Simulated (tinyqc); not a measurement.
## Floating body of a partially depleted SOI transistor: body voltage and kink: output curve and kink

Source at 0 V. Channel current Ic = 2 nf K Vt^2 [F(0) - F(Vd)](1 + la Vd), F(V) = ln^2(1 + exp((Vg - VT - nf V)/(2 nf Vt))), VT = VT0 - gb Vb. Saturation voltage Vs = 2 Vt sqrt(F(0)) + 3 Vt, excess Ve = (Vd - Vs + sqrt((Vd - Vs)^2 + 0.0004 V^2))/2, multiplication M1 = Ai Ve exp(-Bl/Ve). Each junction passes D(v) = J1 (exp(v/Vt) - 1) + J2 (exp(v/(2 Vt)) - 1). Bipolar current Ib = bb J1 (exp(Vb/Vt) - 1). The body settles where M1 (Ic + Ib) = D(Vb) + D(Vb - Vd) + Vb/Rb; drain current Id = (1 + M1)(Ic + Ib) - D(Vb - Vd).

Rows with more than one solution for Vb (latch) are left out; dId/dVd by a forward difference over 1e-4 V, swing = 1e-4 V over the change of log10 Id; M1 under 1e-12 is printed as 0.

Parameters, values chosen for the exercise; values of the order met in partially depleted silicon-on-insulator transistors: temperature T = 358 K; threshold at zero body voltage VT0 = 0.37 V; fall of the threshold per volt of body voltage gb = 0.33; slope factor nf = 1.24; gain factor per width K = 130 uA/(V^2 um); channel-length modulation factor la = 0.08 1/V; impact-ionisation prefactor Ai = 1.32 1/V; impact-ionisation voltage Bl = 4.1 V; diffusion saturation current of each junction J1 = 9.5e-11 uA/um; recombination saturation current of each junction J2 = 4.5e-8 uA/um; gain of the lateral bipolar transistor on the diffusion current bb = 0; resistance of a weak body tie to the source (1e9 stands for no tie, and the term is then dropped) Rb = 1e9 kohm um; gate voltage Vg = 0.82 V.

Constants: q = 1.602176634e-19 C, kB = 1.380649e-23 J/K, Vt = kB T/q. Results are converted to the units shown.

Output curve and kink:
```
Vd (V)  Vb (V)        M1  Id, floating (uA/um)  Id, grounded (uA/um)  ratio  dId/dVd, floating (uS/um)  dId/dVd, grounded (uS/um)
1       0.4786  2.986e-5                 20.93                 11.48  1.823                      18.19                     0.9198
1.16    0.5693  4.413e-4                 23.32                 11.64  2.003                      12.46                      1.163
1.32    0.6269  0.002587                 25.07                 11.86  2.113                      9.808                      1.635
1.48    0.6667  0.008849                 26.55                 12.18  2.181                      8.914                      2.305
1.64    0.6959   0.02181                 27.99                 12.61  2.220                      9.201                      3.113
1.8     0.7183   0.04354                 29.54                 13.18  2.242                      10.29                      4.000
```

What does the table show?

Vb rises from 0.479 to 0.718 V and the ratio of the currents rises from 1.82 to 2.24. The output conductance with a floating body exceeds the grounded value by the largest factor among the rows, 19.8, at Vd = 1 V, where Vb = 0.479 V and M1 = 2.99e-5.

Range of the model: The multiplication law is an empirical form chosen for the exercise; self-heating and capacitive coupling to the body are left out, and the linear laws are rough once Vb passes about 0.7 V or M1 about 0.1.

Numbers from tinyqc (`OMP_NUM_THREADS=1 python tinyqc.py 2182260 2182261 out.jsonl`; about 0.2 s on one thread of a shared Intel Xeon 2.30GHz).
